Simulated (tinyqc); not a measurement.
Effective mass of the heavy-hole band from tabulated energies, step by step. Values are carried at full precision from step to step, so a last printed digit may differ when a step is redone from the rounded ones.

c = hbar^2/2m0.
Constants: hbar^2/2m0 = 3.80998211 eV angstrom^2; kB = 8.617333262e-05 eV/K.

Inputs chosen for the exercise (out of a larger set: band of an eight-band Kane model near InSb; not measured data): T = 300 K (temperature).

## Finite differences

Energies along [110], from the band edge downward:
```
k (1/angstrom)  E (meV)
0.00000          0.0000
0.01200          1.2277
0.02400          4.8971
0.03600         10.9674
0.04800         19.3705
0.06000         30.0116
0.07200         42.7702
0.08400         57.5019
0.09600         74.0406
```

reference mass (curvature of the model at k = 0.0001 1/angstrom) = 0.44647 m0

The band is even in k. m = c k^2/E(k) from the points 1, 2, 4 (k = 0 is point 0); Richardson from points 1 and 2: c/m = [16 E(k1) - E(k2)]/(12 k1^2).

m from points 1, 2, 4 (m0): [0.44688, 0.44813, 0.45317]

m by Richardson = 0.44647 m0

Errors against the reference: +0.09, +0.37 and +1.50 % and 0.00 %. The extrapolation removes the k^4 term.

## Least squares over all points

Fit E = a k^2 (a = sum k^2 E/sum k^4), then E = a k^2 + b k^4 from the normal equations; E in eV; m = c/a.

sums of k^4, k^6, k^8: [0.00018190, 1.3346e-06, 1.0614e-08]

sums of k^2 E, k^4 E: [0.0014797, 1.0813e-05]

a, one term = 8.1348 eV angstrom^2

a and b, two terms: [8.530, -53.88]

m, one and two terms (m0): [0.46835, 0.44665]

The parabola over all points errs by +4.9 % because the weights k^4 favour the outer points; the second term brings the error to 0.0 %.

## The non-parabolic form

E (1 + alpha E) = c k^2/m means that y = c k^2/E is a straight line in E with intercept m and slope m alpha. Fit the line by unweighted least squares over points 1 to 8, E in eV.

y (m0): [0.44688, 0.44813, 0.45022, 0.45317, 0.45702, 0.46179, 0.46752, 0.47424]

m = 0.44611 m0
alpha = 0.839 1/eV

The intercept errs by -0.08 %. For this band the scale of alpha is set by Dso = 0.822 eV as well as by the gap.

## Which mass for which use

From the fitted m and alpha: momentum mass at energy E, m (1 + 2 alpha E); curvature mass m (1 + 2 alpha E)^3; thermal factors to first order in alpha kT: density of states Nc (1 + 15 alpha kT/4), conductivity mass m (1 + 5 alpha kT). Take E = 3 kT/2.

alpha kT = 0.0217
momentum mass = 0.47513 m0
curvature mass = 0.53894 m0
factor on Nc = 1.0813
thermal conductivity mass = 0.49447 m0

alpha kT is small, so first order serves. For a warped valence band one direction does not stand for the whole band.

## Checks

- Two-term fit by normal equations against a least-squares routine: both 8.53015.

(tinyqc, `OMP_NUM_THREADS=1 python tinyqc.py 1851284 1851285 out.jsonl`, Intel(R) Xeon(R) Processor @ 2.30GHz, 1 thread, shared host, about 0.01 s.)
